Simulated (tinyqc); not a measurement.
# Threshold of a short bulk MOSFET: charge sharing, barrier lowering, narrow width: what changes with what

n-channel device on a p-type body, depletion approximation, full ionisation. Uniform doping N = Na. Vbi from Boltzmann statistics is rough for the degenerate source. Cox = eps0 eox/tox.

Parameters, values chosen for the exercise; band and dielectric values close to those of silicon:
```
symbol,value,unit,meaning
T,350,K,temperature
Eg,1.13,eV,band gap
eps_r,11.5,,relative permittivity
Nc,3.47e19,cm^-3,conduction-band density of states at T
Nv,3.33e19,cm^-3,valence-band density of states at T
eox,22.3,,relative permittivity of the gate insulator (close to hafnium oxide)
tox,3.6,nm,insulator thickness
Na,3e17,cm^-3,channel doping
Nsd,1e20,cm^-3,source and drain doping
Vfb,-0.95,V,flat-band voltage for the doping Na
xj,64,nm,junction depth
Vbs,0,V,body-source voltage
Vds,1.2,V,drain-source voltage
W,240,nm,gate width
xw,0.7854,,shape factor of the fringing depletion at the width edges
L,130,nm,channel length
```

Constants: q = 1.602176634e-19 C, kB = 1.380649e-23 J/K, Vt = kB T/q, eps0 = 8.8541878128e-14 F/cm where lengths are in cm. Results are converted to the units shown.

Each table varies one quantity; the others keep the values above.

## Threshold roll-off against channel length

ni = sqrt(Nc Nv) exp(-Eg/(2 Vt)), Eg in volts; 2 pB = 2 Vt ln(N/ni); flat band Vfb - Vt ln(N/Na); Wd = sqrt(2 eps0 eps_r (2 pB - Vbs)/(q N)); body term q N Wd/Cox; long-channel VT0 = flat band + 2 pB + body term; Vbi = Vt ln(N Nsd/ni^2); scale length l = sqrt((eps_r/eox) tox Wd). Charge sharing (trapezoid; it ignores Vds): F = (xj/L)(sqrt(1 + 2 Wd/xj) - 1), lowering = body term times F. Barrier lowering: th = exp(-L/(2 l)) + 2 exp(-L/l), lowering = th [2 (Vbi - 2 pB) + Vds], DIBL = th. Narrow width: rise = body term times xw Wd/W. VT by each model = VT0 - lowering + rise. DIBL under 0.001 mV/V is printed as 0.

The same in every row: N (cm^-3) = 3.0000e17; VT0 (V) = -0.052901.

Threshold roll-off against channel length:

| L (nm) | L/l | F | DIBL (mV/V) | VT, charge sharing (V) | VT, barrier lowering (V) |
|---|---|---|---|---|---|
| 70 | 6.6423 | 0.63447 | 38.720 | -0.075900 | -0.10267 |
| 100 | 9.4890 | 0.44413 | 8.8509 | -0.065922 | -0.056360 |
| 150 | 14.233 | 0.29608 | 0.81274 | -0.058160 | -0.043898 |
| 210 | 19.927 | 0.21149 | 0.047096 | -0.053725 | -0.042711 |
| 300 | 28.467 | 0.14804 | 0 | -0.050399 | -0.042639 |
| 440 | 41.751 | 0.10094 | 0 | -0.047929 | -0.042638 |
| 630 | 59.780 | 0.070496 | 0 | -0.046334 | -0.042638 |

What does the table show?

VT by barrier lowering rises from -0.103 to -0.0426 V and VT by charge sharing rises from -0.0759 to -0.0463 V. For L = 70 F exceeds 0.5: the shares of source and drain overlap, and the trapezoid formula no longer holds.

## Effect of the gate width

Same model as above.

The same in every row: N (cm^-3) = 3.000e17; VT0 (V) = -0.05290; L/l = 12.34; F = 0.3416; DIBL (mV/V) = 2.105.

Effect of the gate width:

| W (nm) | VT, charge sharing (V) | VT, barrier lowering (V) |
|---|---|---|
| 250 | -0.06096 | -0.04631 |
| 470 | -0.06557 | -0.05092 |
| 870 | -0.06798 | -0.05333 |
| 1600 | -0.06927 | -0.05462 |
| 3000 | -0.06999 | -0.05534 |

What does the table show?

As W goes from 250 to 3000, VT0 stays at -0.0529 V, DIBL stays at 2.10 mV/V, F stays at 0.342 and VT by barrier lowering falls from -0.0463 to -0.0553 V. The width enters only through the rise xw Wd/W.

Program tinyqc, `OMP_NUM_THREADS=1 python tinyqc.py 2002199 2002200 out.jsonl`; Intel Xeon 2.30GHz, shared host, one thread, about 0.01 s.
